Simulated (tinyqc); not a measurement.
Hole mobility in a silicon inversion layer, empirical terms and Matthiessen rule: two steps of the calculation.

Inversion layer of sheet density Ns on a uniformly doped body, under a high-permittivity gate with an interlayer. The mobility terms are empirical power laws with prefactors chosen for the exercise; adding their inverses (Matthiessen) is itself an approximation.

Inputs (values chosen for the exercise); material values close to those of silicon:
- T = 250 K (temperature)
- Eg = 1.12 eV (band gap)
- eps_r = 11.7 (relative permittivity of the semiconductor)
- Nc = 2.13e19 cm^-3 (conduction-band density of states at T)
- Nv = 2.02e19 cm^-3 (valence-band density of states at T)
- Nb = 7e17 cm^-3 (body doping)
- Vsb = 0.6 V (reverse body bias)
- eta = 0.3333 (weight of the inversion charge in the effective field)
- Ap = 144 cm^2/(V s) (phonon-limited mobility at 1 MV/cm and 300 K)
- As = 359 cm^2/(V s) (roughness-limited mobility at 1 MV/cm)
- gs = 1 (exponent of the roughness term)
- Ac = 1200 cm^2/(V s) (Coulomb prefactor)
- Nit = 6.6e11 cm^-2 (charge at the interface)
- Ar = 320 cm^2/(V s) (remote-phonon mobility without interlayer)
- ti = 0.6 nm (interlayer thickness)
- lr = 0.7 nm (decay length of remote phonons)
- Ns = 7.8e12 cm^-2 (inversion density)
- WL = 20 (ratio W/L)
- Vd = 0.02 V (drain voltage)
- I = 50.1 uA (measured linear current)

Constants: q = 1.602176634e-19 C, kB = 1.380649e-23 J/K, Vt = kB T/q, eps0 = 8.8541878128e-14 F/cm where lengths are in cm. Results are converted to the units shown.

Question 1. Depletion charge and effective field. ni = sqrt(Nc Nv) exp(-Eg/(2 Vt)), Eg in volts; Ndep = sqrt(2 eps0 eps_r Nb (2 Vt ln(Nb/ni) + Vsb)/q); E = q (Ndep + eta Ns)/(eps0 eps_r), in MV/cm.

Wanted: ni; Ndep; E.

Answer 1.

ni = 1.066e8 cm^-3
Ndep = 3.775e12 cm^-2
E = 0.9859 MV/cm

The depletion charge gives 59.2 % of the field.

Question 2. Inversion density for the measured current. I = (W/L) q Ns mu Vd. E = q (Ndep + eta Ns)/(eps0 eps_r) in MV/cm. With t = T/(300 K): muC = Ac (Ns/1e12 cm^-2) t/(Nb/1e17 cm^-3 + Nit/1e11 cm^-2), muP = Ap E^(-1/3) t^(-1.75), muS = As E^(-gs), muR = Ar exp(2 ti/lr)/t; 1/mu is the sum of the inverses. Ns(new) = I/((W/L) q mu Vd).

Ns after iteration 1 = 7.9512272e12 cm^-2
Ndep = 3.7746475e12 cm^-2

Wanted: E; mu; Ns after iteration 2.

Answer 2.

E = 0.99365 MV/cm
mu = 100.16 cm^2/(V s)
Ns after iteration 2 = 7.8050e12 cm^-2

Computed by the program tinyqc: `OMP_NUM_THREADS=1 python tinyqc.py 2510034 2510035 out.jsonl`, one thread of a shared Intel Xeon 2.30GHz, about 0.01 s for the whole run.
